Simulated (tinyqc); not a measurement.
## Dose and depth of a threshold implant

Inverse problem. A sheet of D acceptors per cm^2 lies at depth xi inside the depleted layer of a body doped Na. In the depletion approximation VT = Vfb + f2 + q D/Cox + gamma sqrt(f2 + Vsb - q D xi/(eps0 eps_r)), gamma = sqrt(2 eps0 eps_r q Na)/Cox, Cox = eps0 eox/tox. Find gamma, D and xi.

Inputs (values chosen for the exercise); band and dielectric values close to those of silicon:
- eps_r = 11.9 (relative permittivity)
- Na = 4.4e17 cm^-3 (acceptor density deep in the body)
- eox = 3.9 (relative permittivity of the gate insulator (close to silicon dioxide))
- tox = 4 nm (insulator thickness)
- Vfb = -0.73 V (flat-band voltage)
- f2 = 0.907 V (band bending 2 phiF at threshold)

Constants: q = 1.602176634e-19 C, eps0 = 8.8541878128e-14 F/cm where lengths are in cm. Results are converted to the units shown.

VT against the source at Vsb = 0 and 1.2 V (V): [0.66412664, 0.90083649]

Answer. With y^2 = f2 - q D xi/(eps0 eps_r) and d the difference of the thresholds over gamma, sqrt(y^2 + Vsb) - y = d gives y = (Vsb - d^2)/(2 d). The first threshold then gives D, and y^2 gives xi.

gamma = 0.4465 V^0.5
D = 5.400e11 cm^-2
xi = 19.00 nm

Numbers from tinyqc (`OMP_NUM_THREADS=1 python tinyqc.py 2080153 2080154 out.jsonl`; about 0.5 s on one thread of a shared Intel Xeon 2.30GHz).
